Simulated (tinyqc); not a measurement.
# Worked calculation: p-type polysilicon, carrier trapping at grain boundaries

Computed by the program tinyqc: `OMP_NUM_THREADS=1 python tinyqc.py 2830032 2830033 out.jsonl`, one thread of a shared Intel Xeon 2.30GHz, about 0.01 s for the whole run. Printed values are rounded.

One-dimensional grains of size Lg, uniform ionised doping N, monovalent traps Qt at each boundary at a depth Et below (for electrons) or above (for holes) the band edge there, abrupt depletion of width W on each side of a boundary, Boltzmann statistics. xi is the distance from the band edge at the grain centre to the Fermi level. Trapped charge Qt/(1 + exp((xi + VB - Et)/Vt)) = 2 N W, barrier VB = q N W^2/(2 eps0 eps_r).

Parameters, values chosen for the exercise; values of the order met in polycrystalline silicon:
```
symbol,value,unit,meaning
T,250,K,temperature
eps_r,11.7,,relative permittivity
NB,2.02e19,cm^-3,valence-band density of states at T
Lg,59,nm,grain size
Qt,3.9e12,cm^-2,trap density of a grain boundary
Et,0.45,eV,depth of the trap level from the majority band edge at the boundary
ms,0.49,m0,mass for thermionic emission
fe,1,,correction factor of the emission rate
N,1.9e17,cm^-3,doping
```

Constants: q = 1.602176634e-19 C, kB = 1.380649e-23 J/K, m0 = 9.1093837015e-31 kg, Vt = kB T/q, eps0 = 8.8541878128e-14 F/cm where lengths are in cm. Results are converted to the units shown.

## Depletion width, Fermi level and barrier

If the trap equation with xi = Vt ln(NB/N) has a root W < Lg/2, the grain is partly depleted; otherwise W = Lg/2 and the trap equation gives xi = Et - VB + Vt ln(Qt/(N Lg) - 1). N* = Qt/Lg.

N* = 6.61017e17 cm^-3
W = 29.5 nm
xi = 0.341696 V
VB = 0.127863 V
share of traps filled = 0.287436

N is 0.287 N*, and the grain is fully depleted; VB = 5.94 Vt.

## Resistivity and effective mobility

n0 = NB exp(-xi/Vt); mean density n0 (1 - 2 W/Lg) by charge balance in a partly depleted grain, and n0 (sqrt(pi)/2) erf(u)/u with u = sqrt(VB/Vt) in a fully depleted one; v = sqrt(kB T/(2 pi ms m0)); barrier resistivity Vt exp(VB/Vt)/(q fe n0 v Lg); grain resistivity (1 - 2 W/Lg)/(q n0 mug); effective mobility 1/(q mean density total resistivity).

n0 = 2.61254e12 cm^-3
mean density = 9.49829e11 cm^-3
v = 3.50816e6 cm/s
barrier resistivity = 9.40164e5 ohm cm
grain resistivity = 0.00000 ohm cm
resistivity = 9.40164e5 ohm cm
effective mobility = 6.98941 cm^2/(V s)

The resistivity is 1.57e6 times that of a single crystal with the same N and mobility mug, and the mean density is 5.00e-4 % of N.
